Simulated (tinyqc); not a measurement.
Heisenberg spin cluster by exact diagonalisation: multiplets, susceptibility, level crossings. Which input was changed? Computed by tinyqc, a small Python program. Command: `OMP_NUM_THREADS=1 python tinyqc.py 3001449 3001450 out.jsonl spincl which`. One thread of a shared host (Intel(R) Xeon(R) Processor @ 2.30GHz), about 0.04 s of CPU time with the checks.

H = J1 sum S_i.S_j over the bonds 1-2, 3-4 + J2 sum over 2-3 - g mu_B B S_z; J > 0 is antiferromagnetic.

Inputs (values chosen for the exercise, for a model cluster):
```
quantity,value,unit
exchange J1,0.345,meV
exchange J2,0.25,meV
g factor,2.09,-
temperature T,5.5,K
```

Cluster: chain of four, J1 outer bonds and J2 in the middle. Spin s of each site: 0.5.

Constants: k_B = 8.617333262e-05 eV/K.

Method. Every multiplet has one member in the block S_z = 0; diagonalise it and read the total spin from <S^2> = S (S + 1). Z = sum k (2S + 1) exp(-E/(k_B T)) over the table, k the number of multiplets; <S^2> likewise with the factor S (S + 1); chi T = N_A g^2 mu_B^2 <S^2>/(3 k_B) = 0.125049 g^2 <S^2> cm^3 K/mol (cgs, per mole of clusters); C = (<E^2> - <E>^2)/(k_B T)^2; entropy = ln Z + <E>/(k_B T).

Question. One of these inputs alone was changed, within the range given: exchange J1 (0.1725 to 0.69); exchange J2 (0.125 to 0.5); g factor (1.5 to 3); temperature T (2.75 to 11). Which one, and to what value?

Results:
```
run,heat capacity (k_B),chi T (cm^3 K/mol),ground energy (meV)
before,0.3013679,1.218339,-0.5375310
after,0.4328692,1.135304,-0.5375310
```

Answer.

Each candidate set to reproduce heat capacity, and what it then gives:
```
candidate,range searched,value needed,chi T (cm^3 K/mol),ground energy (meV)
exchange J1 (meV),0.1725 to 0.69,0.4244,1.1393,-0.65247
exchange J2 (meV),0.125 to 0.5,0.4711,1.1443,-0.59565
g factor,1.5 to 3,no effect,-,-
temperature T (K),2.75 to 11,4.580,1.1353,-0.53753
```

Only temperature T fits every result: it went from 5.5 to 4.58 K. The next best candidate, exchange J2, misses one result by 11 %.
